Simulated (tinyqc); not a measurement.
What moves the results: linear model of a band gap against the share of exact exchange. A value that a table varies takes the place of the one given here.

E(alpha) = E0 + S alpha. A wider gap screens less, modelled in the Penn form eps(alpha) = 1 + (e0 - 1)(EP/(EP + S alpha))^2 with a scale EP chosen for the exercise. A dielectric-dependent hybrid takes alpha = 1/eps.

Inputs chosen for the exercise (of the order of those of MgO; shifted at random, so the results belong to these values and not to a real crystal): E0 = 4.64 eV (gap of the semi-local functional); S = 10 eV (slope dE/d(alpha)); e0 = 3.18 (optical dielectric constant at alpha = 0); EP = 25.2 eV (energy scale of the screening); Et = 7.77 eV (target gap).

## Sweep of alpha

Also the exciton scale relative to alpha = 0, (m/m(0))(eps(0)/eps)^2, with a mass proportional to E + D, D = E0/2 + 0.3 eV, a k.p rule for direct gaps only.

Results:

| alpha | E (eV) | eps | alpha eps | exciton scale |
|---|---|---|---|---|
| 0.00 | 4.640 | 3.180 | 0.000 | 1.00 |
| 0.05 | 5.140 | 3.096 | 0.155 | 1.13 |
| 0.10 | 5.640 | 3.017 | 0.302 | 1.26 |
| 0.15 | 6.140 | 2.942 | 0.441 | 1.41 |
| 0.20 | 6.640 | 2.871 | 0.574 | 1.56 |
| 0.25 | 7.140 | 2.804 | 0.701 | 1.73 |
| 0.35 | 8.140 | 2.681 | 0.938 | 2.09 |
| 0.50 | 9.640 | 2.518 | 1.259 | 2.69 |

What does this show, and why?

alpha eps reaches 1 between alpha = 0.35 and 0.5 (fixed point 0.378), and the target gap is met between 0.25 and 0.35. At the fixed point the gap is 8.42 eV, +0.65 eV from the target. From 0 to 0.25 the gap grows by 2.50 eV while eps falls by 12 %; the exciton scale, which takes both, grows by a factor of 1.73.

## What each parameter does

Fixed point alpha = 1/eps(alpha), gap and eps there. Each row changes one parameter from the base and keeps the others.

Results:

| case | alpha | E (eV) | eps |
|---|---|---|---|
| base | 0.3775 | 8.415 | 2.649 |
| E0 = 4.176 eV | 0.3775 | 7.951 | 2.649 |
| S = 11 eV | 0.3849 | 8.874 | 2.598 |
| e0 = 3.498 | 0.3402 | 8.042 | 2.939 |
| EP = 22.68 eV | 0.3858 | 8.498 | 2.592 |

What can be read from the table?

The largest shifts from the base row, up to three for each result and ties (the steps differ in size, so this ranks the rows, not the parameters). alpha: e0 -0.0373, EP +0.0083, S +0.0074; unchanged at the printed digits by E0. E (eV): E0 -0.464, S +0.459, e0 -0.373. eps: e0 +0.290, EP -0.057, S -0.051; unchanged at the printed digits by E0.

Computed by tinyqc, a small Python program: `OMP_NUM_THREADS=1 python tinyqc.py 1880640 1880641 out.jsonl` (the numbers bound the seed that draws the inputs); one thread of a shared host (Intel(R) Xeon(R) Processor @ 2.30GHz), about 0.01 s for the whole set of steps.
